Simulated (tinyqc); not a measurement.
Biaxially strained (001) channel, valley splitting in an inversion layer: effect of the germanium share of the relaxed buffer.

A thin layer grown on a relaxed buffer is stretched in the plane. The two valleys with their long axis along the growth direction (D2) sink against the four in-plane ones (D4); confinement in a triangular well splits them too. Only the lowest subband of each set is kept; one relaxation time, so the weakening of intervalley scattering is left out.

e_par = b1 x, e_perp = -2 (c12/c11) e_par, splitting D = Xu (e_par - e_perp), in-plane stress (c11 + c12 - 2 c12^2/c11) e_par. Levels E(m) = 2.33811 (hbar^2 q^2 F^2/(2 m))^(1/3): E2 = E(ml), E4 = E(mt) + D; N2 = 2 mt kB T/(pi hbar^2), N4 = 4 sqrt(mt ml) kB T/(pi hbar^2). EF solves Ns = N2 ln(1 + exp((EF - E2)/Vt)) + N4 ln(1 + exp((EF - E4)/Vt)); f2 is the share in D2, and 1/mc = f2/mt + (1 - f2)(1/mt + 1/ml)/2. Critical thickness (Matthews-Blakeslee, 60-degree dislocations): h = bv (1 - nu/4)[ln(h/bv) + 1]/(4 pi e_par (1 + nu)), nu = c12/(c11 + c12). The gain is mc(x = 0)/mc.

Inputs (values chosen for the exercise); values close to those of silicon on relaxed silicon-germanium:
```
symbol   value   unit                      meaning
T          300      K                  temperature
b1      0.0418         lattice mismatch per unit x
c11        166    GPa             elastic constant
c12       64.2    GPa             elastic constant
Xu        8.77     eV  shear deformation potential
ml       0.908     m0            longitudinal mass
mt       0.188     m0              transverse mass
F         0.99  MV/cm              confining field
Ns      2.3e12  cm^-2            inversion density
bv       0.384     nm               Burgers vector
```

Constants: q = 1.602176634e-19 C, kB = 1.380649e-23 J/K, hbar = 1.054571817e-34 J s, m0 = 9.1093837015e-31 kg, Vt = kB T/q, hbar^2/(2 m0) = 0.0380998212 eV nm^2. Results are converted to the units shown.

The same in every row: f2 without strain = 0.9471.

Effect of the germanium share of the relaxed buffer:
```
x     D (meV)      f2  mc (m0)   gain  critical thickness (nm)
0.03    19.50  0.9742   0.1899  1.011                    119.5
0.09    58.51  0.9941   0.1884  1.019                    32.05
0.15    97.52  0.9987   0.1881  1.021                    16.98
0.21    136.5  0.9997   0.1880  1.021                    11.04
0.27    175.5  0.9999   0.1880  1.021                    7.934
0.33    214.5   1.000   0.1880  1.021                    6.056
0.39    253.6   1.000   0.1880  1.021                    4.810
0.45    292.6   1.000   0.1880  1.021                    3.930
```

Read the table: what changes, and by how much?

As x goes from 0.03 to 0.45, f2 rises from 0.974 to 1.00 (without strain: it stays at 0.947) and the gain rises from 1.01 to 1.02. The gain cannot pass 1.021, reached when D4 is empty, while the critical thickness falls from 119 to 3.93 nm.

Numbers from tinyqc (`OMP_NUM_THREADS=1 python tinyqc.py 2530094 2530095 out.jsonl`; about 0.01 s on one thread of a shared Intel Xeon 2.30GHz).
